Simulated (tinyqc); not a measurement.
Inside a calculation: interband optics of a two-band s-p chain from momentum matrix elements. Values are carried at full precision from step to step, so a last printed digit may differ when a step is redone from the rounded ones.

H(k) = [[Es - 2 ts cos ka, 2i V sin ka], [-2i V sin ka, Ep_ + 2 tp cos ka]] in the basis s, p; the lower band is full, with two electrons a cell. The velocity operator times hbar is W = dH/dk (eV angstrom); intra-atomic dipoles are left out.

Constants: hbar^2/2m0 = 3.80998211 eV angstrom^2; e^2/(4 pi eps0) = 14.39964547 eV angstrom.

Inputs chosen for the exercise: a = 3.77 angstrom (period); Es = 2.65 eV (upper orbital (s)); Ep_ = -1.82 eV (lower orbital (p)); ts = 0.46 eV (s-s hopping); tp = 0.48 eV (p-p hopping); V = 1.1 eV (s-p hopping); k = 0.08 2 pi/a (wave vector); N = 8 (k points); Ar = 7.9 angstrom^2 (cross-section per chain); eta = 0.2 eV (Lorentzian half width); E = 4.04 eV (photon energy).

## Hamiltonian and velocity at one k

Form H and W = dH/dk.

H (eV):
```
          s        p
s    1.8438  1.0599i
p  -1.0599i  -0.9787
```

W (eV angstrom):
```
          s        p
s    1.6709  7.2681i
p  -7.2681i  -1.7436
```

## Matrix element between the bands

Diagonalise H, transform W, and form w = |W_cv|^2, the Kane-type energy w/c and the oscillator strength f = w/(c D), c = hbar^2/2m0, D = Ec - Ev.

Ev, Ec (eV): -1.3324  2.1975

weights:
```
        v       c
s  0.1002  0.8998
p  0.8998  0.1002
```

slopes dEv/dk, dEc/dk (eV angstrom): -5.766  5.693

w = 22.910 eV^2 angstrom^2
w/c = 6.013 eV
f = 1.704

## Transitions on the mesh

At each k_j = (j + 1/2)/N (2 pi/a) up to the zone edge give D = Ec - Ev, w = |<c|W|v>|^2 and f = w/(c D), c = hbar^2/2m0; the other half of the zone repeats the values.

Transitions:
```
k (2 pi/a)  D (eV)  w (eV^2 angstrom^2)      f
0.0625      3.2102               33.786  2.762
0.1875      5.5310                0.065  0.003
0.3125      6.5921               20.409  0.813
0.4375      6.4312               60.069  2.452
```

D runs from 3.210 to 6.592 eV on the mesh; f is largest at k = 0.0625.

## Dielectric function from the table

With w(k) = |<c|W|v>|^2 and D(k) = Ec - Ev, on the mesh k_j = (j + 1/2)/N (2 pi/a): eps(E) = 1 + (8 pi e2/(a Ar)) mean_j (w/D^2) [1/(D - E - i eta) + 1/(D + E + i eta)], e2 = e^2/(4 pi eps0); light polarised along the chains, no local fields.

Take the mean over the rows. Also eps(0) at eta = 0, and the effective electrons per cell n_eff = 2 mean(f).

eps(E) = -6.022+2.883i
eps(0) = 9.012
n_eff = 3.015

On a mesh of 2000 points the values are -4.932+4.155i, 12.007 and 3.280. n_eff need not equal the 2 electrons of the cell: a two-orbital basis with chosen hoppings does not obey the sum rule of free electrons. E lies within, or within 2 eta of, the range of transitions of the band (2.59 to 6.62 eV); their spacing on this mesh (up to 2.32 eV) exceeds eta, so eps(E) depends on where the few mesh points fall.

## Checks

- Curvature of the lower band against <v|d2H/dk2|v> - 2 w/D (eV angstrom^2): both -13.55.
- Zone mean of 2 w/D against the zone mean of <v|d2H/dk2|v>, the f-sum rule of a full band (eV angstrom^2): both 12.499.

tinyqc: `OMP_NUM_THREADS=1 python tinyqc.py 1651790 1651791 out.jsonl`; about 0.01 s, one thread, shared Intel(R) Xeon(R) Processor @ 2.30GHz.
